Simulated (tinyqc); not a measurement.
From results to parameters: Luttinger model of the valence bands. Computed by the program tinyqc.

Problem. In the four-band Luttinger model 1/m = g1 -/+ 2 g2 along [100] and g1 -/+ 2 g3 along [111]. Find g1, g2, g3 and the light hole mass along [111].

heavy and light hole masses along [100] (electron masses): 0.128205  0.063452
heavy hole mass along [111] = 0.222222 electron masses

Solution. The mean of the two inverse masses along [100] is g1 and a quarter of their difference is g2; g3 = (g1 - 1/m_hh[111])/2.

g1, g2, g3: 11.780  1.990  3.640
light hole mass along [111] = 0.052 electron masses
